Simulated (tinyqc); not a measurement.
## Hexagonal on-chip spiral inductor, lumped pi model: effect of the substrate resistivity

Outer diameter do = di + 2 n wd + 2 (n - 1) sp, mean da = (do + di)/2, fill p = (do - di)/(do + di), length l = 3.464 n da. L = 2.33 mu0 n^2 da/(1 + 3.82 p), mu0 = 4 pi 1e-7 H/m. Rs = rho l/(wd delta (1 - exp(-th/delta))), delta = sqrt(rho/(pi f mu0)). Cs = n wd^2 eps0 eo/hu across the coil. At each end Cox = l wd eps0 eo/(2 ho) leads to the substrate branch Rsi = 2 rs he/(l wd) in parallel with Csi = l wd eps0 11.7/(2 he). With one end grounded Y = 1/(Rs + i w L) + i w Cs + 1/[1/(i w Cox) + 1/(1/Rsi + i w Csi)], w = 2 pi f; Q = -Im Y/Re Y. Eddy currents in neighbouring turns and in the substrate are left out.

Peak Q and its frequency from a search over f; self-resonance where Im Y = 0; Q at the given f (negative beyond resonance).

Inputs (values chosen for the exercise); values of the order met in silicon radio-frequency processes: number of turns n = 6.5; line width wd = 6 um; space between turns sp = 3 um; inner diameter di = 60 um; metal thickness th = 4 um; metal resistivity rho = 1.9 uohm cm; oxide below the coil ho = 5.2 um; oxide between coil and underpass hu = 0.7 um; relative permittivity of the oxide eo = 3; effective spreading depth in the substrate he = 80 um; frequency f = 1.2 GHz.

Constants: eps0 = 8.8541878128e-12 F/m. Results are converted to the units shown.

The same in every row: L (nH) = 5.039; do (um) = 171.0.

Effect of the substrate resistivity:
```
rs (ohm cm)  peak Q  f of the peak (GHz)  self-resonance (GHz)  Q at f
0.1           13.64                4.332                 10.15   7.870
1             11.93                3.274                 10.51   7.850
3             10.68                2.687                 13.13   7.807
10            9.662                2.423                 16.70   7.691
30            11.00                3.757                 17.16   7.635
100           14.46                5.719                 17.21   7.801
1000          17.98                7.494                 17.22   7.931
10000         18.54                7.764                 17.22   7.944
```

As rs goes from 0.1 to 10000, L stays at 5.04 nH, the peak Q goes from 13.6 through a minimum of 9.66 (at rs = 10 among the rows listed) to 18.5, its frequency goes from 4.33 through a minimum of 2.42 (at rs = 10 among the rows listed) to 7.76 GHz and the self-resonance rises from 10.2 to 17.2 GHz. In this model both a very low and a very high resistivity dissipate little: the first shorts the branch to a pure Cox, the second blocks the current. For rs = 0.1, 1 eddy currents in the substrate, left out, would lower Q markedly.

Computed by the program tinyqc: `OMP_NUM_THREADS=1 python tinyqc.py 2302001 2302002 out.jsonl`, one thread of a shared Intel Xeon 2.30GHz, about 0.01 s for the whole run.
